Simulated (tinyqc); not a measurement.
A ladder of methods, and size consistency: correlation methods against full CI in the 3-21g basis, for He, spin multiplicity 1. Computed by the program tinyqc with PySCF. 

Geometry (angstrom):
```
atom       x       y       z
He    0.0000  0.0000  0.0000
```

RHF energy of one = -2.835680 hartree

All electrons correlated; +Q is the Davidson correction (1 - c0^2) E_corr. The last columns treat two copies 100 angstrom apart as one system. FCI is the lowest singlet.

Correlation energies (hartree):
```
method   E_corr of one  share of FCI (%)  E_corr of two at 100 angstrom  two minus twice one (mhartree)
MP2          -0.011497           77.1749                      -0.022993                          0.0000
CISD         -0.014897          100.0000                      -0.029698                          0.0954
CISD+Q       -0.014945          100.3223                      -0.029888                          0.0018
CCSD         -0.014897          100.0000                      -0.029794                          0.0000
CCSD(T)      -0.014897          100.0000                      -0.029794                          0.0000
FCI          -0.014897          100.0000                              -                               -
```

MP2 recovers 77 %, CISD 100.0 % and CCSD 100.0 % of the FCI value (c0^2 = 0.997 in CISD). MP2 and coupled cluster are size consistent, so their last column vanishes; CISD loses 0.10 mhartree, since a double excitation on each copy is a quadruple of the pair, and the Davidson correction leaves +0.00. With two electrons, or one virtual orbital, CISD and CCSD are exact for one copy, so +Q overshoots there.
